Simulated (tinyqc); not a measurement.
Scattering of inversion-layer electrons by surface optical phonons of the gate insulator (remote phonon scattering). Changing the sheet density n. Computed by tinyqc, a small Python program. Command: `OMP_NUM_THREADS=1 python tinyqc.py 3111912 3111913 out.jsonl sophonon sweep`. One thread of a shared host (Intel(R) Xeon(R) Processor @ 2.30GHz), about 0.03 s of CPU time with the checks.

One subband with the Fang-Howard envelope; insulator and channel are half-spaces, the gate is far away, and an interlayer only moves the polar surface away by t (its own modes and its permittivity contrast are left out).

Inputs (values chosen for the exercise, modelled on Al2O3 on In0.53Ga0.47As):

| quantity | value | unit |
|---|---|---|
| static constant of the insulator eps_0s | 12.8 | - |
| intermediate constant eps_i | 7.31 | - |
| optical constant eps_inf | 3.24 | - |
| hbar omega_TO1 | 48.5 | meV |
| hbar omega_TO2 | 72.3 | meV |
| constant of the channel eps_s | 13.9 | - |
| in-plane mass m | 0.0439 | m_0 |
| valleys g_v | 1 | - |
| mean distance of the electrons z0 = 3/b | 2.4 | nm |
| interlayer thickness t | 0 | nm |
| temperature T | 300 | K |
| mobility from other processes | 2160 | cm^2/(V s) |

Screening by the channel electrons: static.

Constants: k_B = 8.617333262e-05 eV/K; hbar^2/(2 m_0) = 3.80998212 eV angstrom^2; e^2/(4 pi eps_0) = 14.39964548 eV angstrom; hbar = 6.582119569e-16 eV s; e = 1.602176634e-19 C; m_0 = 9.1093837015e-31 kg.

Method:
- eps(w) = eps_inf + (eps_0s - eps_i) w1^2/(w1^2 - w^2) + (eps_i - eps_inf) w2^2/(w2^2 - w^2). Surface modes solve eps(w) + eps_s = 0, a quadratic in w^2; the strength of a mode is g = 2/(w d eps/dw).
- Occupation N = 1/(exp(hbar w/(k_B T)) - 1).
- Density of states D = g_v m/(pi hbar^2); eta = E_F/(k_B T) = ln(exp(n/(D k_B T)) - 1); screening wave number q_s = e^2 D/(2 eps_0 eps_avg) x 1/(1 + exp(-eta)), eps_avg = (eps_s + eps_inf)/2; b = 3/z0.
- For a mode of strength g, without the occupation factor, Area x |M(q)|^2 = e^2 hbar w g/(2 eps_0 q) x (b/(b + q))^6 exp(-2 q t) / (1 + (q_s/q) H(q))^2, H = (1 + 9 x/8 + 3 x^2/8)/(1 + x)^3, x = q/b.
- Approximate momentum relaxation rate, taking tau v alike in the initial and final states: 1/tau = (m/(2 pi hbar^3)) sum over modes and over absorption (N, E' = E + hbar w) and emission (N + 1, E' = E - hbar w > 0) of [(1 - f(E'))/(1 - f(E))] int_0^(2 pi) Area |M(q)|^2 (1 - cos theta) d theta, q^2 = k^2 + k'^2 - 2 k k' cos theta, f the Fermi function; 48 midpoints in theta from 0 to pi.
- mu = (e/m) int tau E f (1 - f) dE/(k_B T int f dE), by 300 midpoints from 0 to (max(eta, 0) + 14) k_B T; Matthiessen sum with the other processes.

One run for each value:

| sheet density n (1/cm^2) | remote-phonon mobility (cm^2/(V s)) | eta | q_s (1/nm) |
|---|---|---|---|
| 2.00e+11 | 8.005e+04 | -0.645 | 0.0666 |
| 3.10e+11 | 7.864e+04 | -0.080 | 0.0929 |
| 4.70e+11 | 7.574e+04 | 0.528 | 0.1218 |
| 7.20e+11 | 6.699e+04 | 1.272 | 0.1512 |
| 1.10e+12 | 5.909e+04 | 2.217 | 0.1746 |
| 1.70e+12 | 6.396e+04 | 3.558 | 0.1882 |
| 2.60e+12 | 9.605e+04 | 5.480 | 0.1928 |
| 4.00e+12 | 1.622e+05 | 8.437 | 0.1936 |

What does the table show, and why?

Over the rows, remote-phonon mobility (cm^2/(V s)) goes from 80000 through a minimum among these rows, 59100 at 1.10e12, to 162000; eta rises from -0.645 to 8.44; q_s (1/nm) rises from 0.0666 to 0.194 (exponent d ln y / d ln x 0.76 between the first rows and 0.0092 between the last). z0 is held fixed, although a denser layer lies closer to the interface.

Caution (all rows): a relaxation time is only an approximation for inelastic scattering, and static or no screening brackets the true dynamic screening only roughly. Caution (rows 2.60e12, 4.00e12): E_F is high enough for upper subbands or non-parabolicity, left out here, to matter.

Extremes, crossings and ranges named in words are read from the listed rows.
